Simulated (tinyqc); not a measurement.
Efficiency against current: defect, radiative and Auger recombination at equal electron and hole densities (ABC model).

J/(e d) = Ae n + B n^2 + C n^3 with Ae = A + 4 S/w (four side walls, carriers spread evenly), e = 1.602176634e-19 C, lengths in cm; internal efficiency IQE = B n^2/(Ae n + B n^2 + C n^3); all injected carriers recombine in the layer.

Parameters, chosen for this exercise (orders of magnitude like those quoted for InP; the results hold for these values, not for the real material):

| symbol | value | unit | meaning |
|---|---|---|---|
| A | 21000000 | 1/s | defect rate |
| B | 1.6e-10 | cm^3/s | radiative coefficient |
| C | 4.9e-31 | cm^6/s | Auger coefficient |
| S | 2500 | cm/s | recombination velocity of the side walls |
| w | 2.6 | micrometre | side of the square mesa |
| d | 160 | nm | active thickness |

The slope is d ln(B n^2)/d ln J = 2 (Ae + B n + C n^2)/(Ae + 2 B n + 3 C n^2).

Results:

| J (A/cm^2) | n (1/cm^3) | IQE | slope | differential lifetime (ns) |
|---|---|---|---|---|
| 50 | 2.10e+17 | 0.361 | 1.469 | 7.90 |
| 2.0e+02 | 5.36e+17 | 0.590 | 1.256 | 4.32 |
| 8.0e+02 | 1.22e+18 | 0.764 | 1.130 | 2.21 |
| 3.0e+03 | 2.52e+18 | 0.865 | 1.064 | 1.14 |
| 1.0e+04 | 4.72e+18 | 0.915 | 1.030 | 0.624 |
| 5.0e+04 | 1.07e+19 | 0.937 | 1.001 | 0.274 |
| 2.0e+05 | 2.12e+19 | 0.924 | 0.979 | 0.133 |
| 8.0e+05 | 4.14e+19 | 0.880 | 0.951 | 0.0631 |
| 3.0e+06 | 7.68e+19 | 0.806 | 0.915 | 0.0300 |
| 1.0e+07 | 1.32e+20 | 0.711 | 0.875 | 0.0148 |

What can be read from this table?

IQE peaks at 0.937 for J = 5.31e+04 A/cm^2, where the slope passes 1. It is 0.361 at the lowest current and 0.711 at the highest, a droop of 24 %. The slope runs from 1.47 to 0.88; its limits are 2 (defects alone), 1 (radiation alone) and 2/3 (Auger alone). Rows above 1e5 A/cm^2 (4 of them) are formal: heating, left out, would destroy a real device. In the 7 rows above about 2e18 1/cm^3 the bands are degenerate: B saturates and stimulated emission, left out, would clamp n in a laser cavity.

tinyqc: `OMP_NUM_THREADS=1 python tinyqc.py 1650651 1650652 out.jsonl`; about 0.01 s, one thread, shared Intel(R) Xeon(R) Processor @ 2.30GHz.
